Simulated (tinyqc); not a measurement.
Inversion layer as a triangular well, valleys of the Si type, step by step. Values are carried at full precision from step to step, so a last printed digit may differ when a step is redone from the rounded ones.

Six ellipsoidal valleys with their long axes along the cube axes, mass ml along the axis and mt across it. For a valley whose axis makes the angle theta with the surface normal, 1/m_z = cos^2(theta)/ml + sin^2(theta)/mt sets the confinement; in the plane the masses are m_1 = mt and m_2 = ml mt/m_z, and m_d = sqrt(m_1 m_2).

Constants: e^2/(4 pi eps0) = 14.39964547 eV angstrom; hbar^2/2m0 = 3.80998211 eV angstrom^2; kB = 8.617333262e-05 eV/K.

Inputs chosen for the exercise (near those of Si; not measured data):
- ml = 0.912 m0 (longitudinal mass)
- mt = 0.191 m0 (transverse mass)
- face = 100 (surface)
- eps = 11.7 (dielectric constant)
- Ns = 8.9 x 1e12/cm^2 (electron sheet density)
- Nd = 0.15 x 1e12/cm^2 (depletion charge)
- eta = 0.5 (share of Ns in the effective field)
- T = 300 K (temperature)
- tox = 17 angstrom (SiO2-equivalent oxide thickness)

## Valley masses on the (100) face

Group the valleys by their angle to the normal, heaviest m_z first.

Valleys (masses in m0):

| valleys g | cos^2(theta) | m_z | m_1 | m_2 | m_d |
|---|---|---|---|---|---|
| 2 | 1.0000 | 0.9120 | 0.1910 | 0.1910 | 0.1910 |
| 4 | 0.0000 | 0.1910 | 0.1910 | 0.9120 | 0.4174 |

The 2 valleys with the heaviest m_z will give the lowest ladder of subbands.

## Effective field

The field is taken as constant, e F = 4 pi (e^2/4 pi eps0)(Nd + eta Ns)/eps, with 1e12/cm^2 = 1e-4/angstrom^2, and the oxide as a hard wall at z = 0; c = hbar^2/2m0.

Find e F, and F in MV/cm (1 MV/cm = 0.01 V/angstrom).

e F = 0.00711432 eV/angstrom
F = 0.7114 MV/cm

## Subband ladders

Level j of a valley lies at E_j = a_j (c (e F)^2/m_z)^(1/3) above the band edge at the surface, with the Airy zeros a_j = 2.338107, 4.087949, 5.520560, 6.786708, 7.944134, 9.022651, 10.040174, 11.008524, 11.936016, 12.828777, and has <z> = 2 E_j/(3 e F).

The ten lowest levels of all groups of valleys together, j = 0, 1, ..., c = hbar^2/2m0; primes mark the groups with lighter m_z.

Subbands:

| label | valleys g | m_d (m0) | E (eV) | <z> (angstrom) |
|---|---|---|---|---|
| 0 | 2 | 0.1910 | 0.1393 | 13.05 |
| 0' | 4 | 0.4174 | 0.2346 | 21.98 |
| 1 | 2 | 0.1910 | 0.2435 | 22.82 |
| 2 | 2 | 0.1910 | 0.3289 | 30.82 |
| 3 | 2 | 0.1910 | 0.4043 | 37.89 |
| 1' | 4 | 0.4174 | 0.4101 | 38.43 |
| 4 | 2 | 0.1910 | 0.4733 | 44.35 |
| 5 | 2 | 0.1910 | 0.5375 | 50.37 |
| 2' | 4 | 0.4174 | 0.5538 | 51.90 |
| 6 | 2 | 0.1910 | 0.5981 | 56.05 |

The second subband is 0', 95.3 meV above the first. Levels above about 0.5 eV lie beyond parabolic valleys.

## Fermi level and populations

Subband i holds n_i = g m_d/(2 pi c) kB T ln(1 + exp((EF - E_i)/kB T)) (spin included), and EF is fixed by sum n_i = Ns over the levels listed or, where none are listed, over j = 0 to 9 of each group; 1e12/cm^2 = 1e-4/angstrom^2.

Solve for EF; c = hbar^2/2m0. The mean distance is sum n_i <z>_i/Ns.

EF = 0.1763 eV

Populations:

| label | (EF - E)/kB T | n (1e12/cm^2) | share (%) |
|---|---|---|---|
| 0 | 1.43 | 6.790 | 76.3 |
| 0' | -2.25 | 1.801 | 20.2 |
| 1 | -2.60 | 0.295 | 3.3 |
| 2 | -5.90 | 0.011 | 0.1 |
| 3 | -8.82 | 0.001 | 0.0 |
| 1' | -9.04 | 0.002 | 0.0 |
| 4 | -11.49 | 0.000 | 0.0 |
| 5 | -13.97 | 0.000 | 0.0 |
| 2' | -14.60 | 0.000 | 0.0 |
| 6 | -16.32 | 0.000 | 0.0 |

mean distance from the surface = 15.21 angstrom

The lowest subband holds 76.3 % of the electrons and is partly degenerate (EF within a few kB T of its edge).

## Effect on the gate capacitance

The charge sits at the mean distance <z> from the surface, which adds (3.9/eps) <z> to the oxide thickness; C/Cox = tox/(tox + 3.9 <z>/eps). The density-of-states term is left out.

added thickness = 5.07 angstrom
C/Cox = 0.770

## Checks

- Lowest level by finite differences against the Airy formula, eV: both 0.1393.

tinyqc: `OMP_NUM_THREADS=1 python tinyqc.py 1281434 1281435 out.jsonl`; about 0.06 s, one thread, shared Intel(R) Xeon(R) Processor @ 2.30GHz.
